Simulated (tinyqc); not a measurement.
# AlGaN/GaN HEMT with access regions, lumped model, step by step

Computed by the program tinyqc: `OMP_NUM_THREADS=1 python tinyqc.py 2570064 2570065 out.jsonl`, one thread of a shared Intel Xeon 2.30GHz, about 0.01 s for the whole run. Printed values are rounded.

A polarisation-induced electron sheet under a Schottky gate, in series with two ungated access regions and contacts. Drift law v = mu E/(1 + mu E/vs) under the gate. Currents in mA/mm, resistances in ohm mm. No self-heating, no channel-length modulation; fits for polarisation, barrier and offset are chosen for the exercise.

Values chosen for this exercise; values close to those of AlGaN/GaN structures:
```
symbol,value,unit,meaning
x,0.27,,aluminium share of the barrier
d,15,nm,barrier thickness
eps_r,9.3,,relative permittivity of barrier and channel
mu,1600,cm^2/(V s),channel mobility
vs,1.1e7,cm/s,saturation velocity
Lg,1.5,um,gate length
Ls,1,um,source access length
Ld,1.5,um,drain access length
Rc,0.37,ohm mm,resistance of each contact
ft,0,,share of the drain-access electrons removed by traps
Vg,0,V,gate voltage
Vd,0.5,V,drain voltage
Ec,2.6,MV/cm,critical field
te,0.15,um,depth over which the depleted charge spreads
tf,100,nm,insulator under the field plate
ei,3.9,,relative permittivity of that insulator
```

Constants: q = 1.602176634e-19 C, eps0 = 8.8541878128e-14 F/cm where lengths are in cm. Results are converted to the units shown.

## Polarisation charge, threshold and sheet resistance

sigma = (5e13 x + 1.6e13 x^2) cm^-2, phiB = 0.84 + 1.3 x, dEc = 0.7 (1.71 x + x^2) in volts, Cb = eps0 eps_r/d, VT = phiB - dEc - q sigma/Cb, access density n0 = -Cb VT/q. Rsh = 1/(q mu n0); largest access current q n0 vs.

sigma = 1.46664e13 cm^-2
Cb = 0.548960 uF/cm^2
VT = -3.46371 V
n0 = 1.18678e13 cm^-2
Rsh = 328.699 ohm
q n0 vs = 2091.58 mA/mm

## Iteration 1: drain current

I at the start = 180 mA/mm

Access resistance R(L, n) = L/(q mu n sqrt(1 - (I/(q n vs))^2)); Rs = Rc + R(Ls, n0), Rd = Rc + R(Ld, (1 - ft) n0). Vg' = Vg - I Rs, Vd' = Vd - I (Rs + Rd); with u = Vg' - VT, Vc = vs Lg/mu and w the smaller of Vd' and Vc [sqrt(1 + 2 u/Vc) - 1] (0 if negative), the channel gives (mu Cb/Lg)(u w - w^2/2)/(1 + w/Vc). I(new) is that channel current.

Rs = 0.699923 ohm mm
Rd = 0.864884 ohm mm
Vg' = -0.125986 V
Vd' = 0.218335 V
channel current = 340.642 mA/mm
I after iteration 1 = 340.642 mA/mm

## Iteration 2: drain current

As before.

Rs = 0.703147 ohm mm
Rd = 0.869720 ohm mm
Vg' = -0.239522 V
Vd' = -0.0357851 V
channel current = 0 mA/mm
I after iteration 2 = 0 mA/mm

## Course of the iteration: drain current

Stop when I changes by less than 1e-6 mA/mm, or after 60 iterations. I must stay below q (1 - ft) n0 vs.

Course of the iteration:

| iteration | I (mA/mm) | \|change\| (mA/mm) |
|---|---|---|
| 1 | 340.642 | 161 |
| 2 | 0 | 341 |
| 3 | 633.671 | 634 |
| 4 | 0 | 634 |
| 5 | 633.671 | 634 |
| 6 | 0 | 634 |
| 7 | 633.671 | 634 |
| 8 | 0 | 634 |
| 9 | 633.671 | 634 |
| ... | ... | ... |
| 52 | 0 | 634 |
| 53 | 633.671 | 634 |
| 54 | 0 | 634 |
| 55 | 633.671 | 634 |
| 56 | 0 | 634 |
| 57 | 633.671 | 634 |
| 58 | 0 | 634 |
| 59 | 633.671 | 634 |
| 60 | 0 | 634 |

Not converged within 60 iterations. The value swings between 0 and 633.7 for good. At the solution, 230.8 mA/mm, the slope of the channel current against I is -2.31, beyond -1, so plain substitution overshoots. A rerun with the update damped to 0.5 converges in 45 iterations.

## On-resistance and breakdown

sigma = (5e13 x + 1.6e13 x^2) cm^-2, phiB = 0.84 + 1.3 x, dEc = 0.7 (1.71 x + x^2) in volts, Cb = eps0 eps_r/d, VT = phiB - dEc - q sigma/Cb, access density n0 = -Cb VT/q. Ron = 2 Rc + Ls/(q mu n0) + Ld/(q mu (1 - ft) n0) + Lg/(mu Cb (Vg - VT)). Off state: a depleted stretch that holds the voltage V has the peak field sqrt(k V), k = 2 q n0/(eps0 eps_r te), so one edge holds V1 = Ec^2/k. The sheet under the plate pinches off at Vf = q n0 (1/Cb + tf/(eps0 ei)); beyond it the gate edge is screened. BV = V1 if Vf >= V1, else Vf + V1, and at most Ec Ld. Specific resistance Ron (Ls + Lg + Ld); figure of merit BV^2 over it.

Ron = 2.05480 ohm mm
Vf = 58.5278 V
V1 = 21.9562 V
BV = 21.9562 V
specific resistance = 0.0821918 mohm cm^2
figure of merit = 5.86525 MW/cm^2

The plate pinches off too late to screen the gate edge, so it adds nothing.
